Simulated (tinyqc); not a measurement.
Comparisons within one model: standing waves and exposure in a photoresist film. A value that a table varies takes the place of the one given here.

Normal incidence from air. Unexposed resist: N1 = n1 + i k1 with k1 = (A + B) lam/(4 pi), lam in micrometres. r01 = (1 - N1)/(1 + N1), t01 = 2/(1 + N1). Below the resist lie the layer Na = na + i ka and the substrate Ns = ns + i ks: r12 = (r1a + ras x)/(1 + r1a ras x), x = exp(4 pi i Na da/lam), r1a = (N1 - Na)/(N1 + Na), ras = (Na - Ns)/(Na + Ns). With p = exp(2 pi i N1 d/lam), the field at depth z is E(z) = t01 [exp(2 pi i N1 z/lam) + r12 p^2 exp(-2 pi i N1 z/lam)]/(1 + r01 r12 p^2), the relative intensity I(z) = n1 |E(z)|^2 and the reflectance R = |(r01 + r12 p^2)/(1 + r01 r12 p^2)|^2.

Values chosen for the exercise (a resist on Al, indices near tabulated ones; not measured data): lam = 365 nm (vacuum wavelength); n1 = 1.71 (resist index); A = 0.49 1/micrometre (bleachable absorption (Dill A)); B = 0.09 1/micrometre (fixed absorption (Dill B)); d = 839 nm (resist thickness); ns = 0.403 (substrate n); ks = 4.362 (substrate k); na = 1.744 (n of the bottom antireflection layer); ka = 0.256 (its k); da = 56 nm (its thickness).

## Swing of the coupled dose with resist thickness

The mean of I is taken over 800 depths; the relative dose to clear is taken as 1/(mean of I over the lowest period, 60 depths), scaled to 1 in the first row.

Swing:

| d (nm) | R | mean I | relative dose |
|---|---|---|---|
| 839.0 | 0.0003 | 0.9486 | 1.000 |
| 856.8 | 0.0816 | 0.8699 | 1.107 |
| 874.6 | 0.1990 | 0.7528 | 1.284 |
| 892.4 | 0.2419 | 0.7034 | 1.366 |
| 910.2 | 0.1871 | 0.7453 | 1.283 |
| 927.9 | 0.0669 | 0.8500 | 1.131 |
| 945.7 | 0.0002 | 0.9090 | 1.074 |
| 963.5 | 0.0763 | 0.8376 | 1.181 |
| 981.3 | 0.1879 | 0.7309 | 1.359 |
| 999.1 | 0.2293 | 0.6859 | 1.441 |
| 1016.9 | 0.1769 | 0.7246 | 1.360 |
| 1034.7 | 0.0625 | 0.8201 | 1.208 |
| 1052.5 | 0.0007 | 0.8719 | 1.152 |

The period is 106.7 nm, six rows. The relative dose swings between 1.000 and 1.441, a ratio (max - min)/mean of 0.360, against the estimate 4 sqrt(|r01|^2 |r12|^2) exp(-(A + B) d) = 0.285 for the oscillating part alone; the ratio from the table also holds the slow rise from absorption, 15.2 % over two periods, so the two are not strictly comparable.

## Tuning the antireflection layer

da takes the values listed; the contrast is (Imax - Imin)/(Imax + Imin) over the lowest period of the resist (60 depths).

Results:

| da (nm) | \|r12\|^2 | contrast |
|---|---|---|
| 0 | 0.8710 | 0.992 |
| 10 | 0.7915 | 0.985 |
| 20 | 0.6548 | 0.968 |
| 30 | 0.4930 | 0.927 |
| 40 | 0.3466 | 0.862 |
| 50 | 0.2393 | 0.779 |
| 60 | 0.1752 | 0.706 |
| 75 | 0.1440 | 0.662 |
| 90 | 0.1541 | 0.684 |
| 110 | 0.1567 | 0.654 |
| 140 | 0.0686 | 0.468 |

|r12|^2 starts at 0.8710 and is lowest, 0.0686, at 140 nm of those listed, where the contrast is 0.468 against 0.992. The contrast follows 2|r|/(1 + |r|^2), so even |r12|^2 = 0.01 leaves about 0.2. No listed thickness brings |r12|^2 below 0.01.

## What moves the exposure

The mean of I is over 800 depths. Each row changes one parameter from the base and keeps the others.

Results:

| case | \|r12\|^2 | R | mean I | I at the bottom |
|---|---|---|---|---|
| base | 0.1959 | 0.0003 | 0.9486 | 1.1395 |
| d = 849 nm | 0.1959 | 0.0315 | 0.9186 | 1.0932 |
| n1 = 1.727 | 0.1980 | 0.0229 | 0.9319 | 1.1198 |
| B = 0.29 1/micrometre | 0.1974 | 0.0013 | 0.8460 | 0.9426 |
| ks = 3.926 | 0.1850 | 0.0014 | 0.9379 | 1.0776 |
| da = 66 nm | 0.1550 | 0.0357 | 0.8820 | 0.7020 |
| ka = 0.333 | 0.1159 | 0.0031 | 0.8775 | 0.9867 |

The largest shifts from the base row, up to three for each result and ties (the steps differ in size, so this ranks the rows, not the parameters). |r12|^2: ka -0.0800, da -0.0410, ks -0.0110; unchanged at the printed digits by d. R: da +0.0353, d +0.0312, n1 +0.0226. mean I: B -0.1026, ka -0.0711, da -0.0666. I at the bottom: da -0.4375, B -0.1968, ka -0.1528.

Run: tinyqc, `OMP_NUM_THREADS=1 python tinyqc.py 1681817 1681818 out.jsonl`; Intel(R) Xeon(R) Processor @ 2.30GHz, one thread, shared host; about 0.01 s of CPU time with all checks.
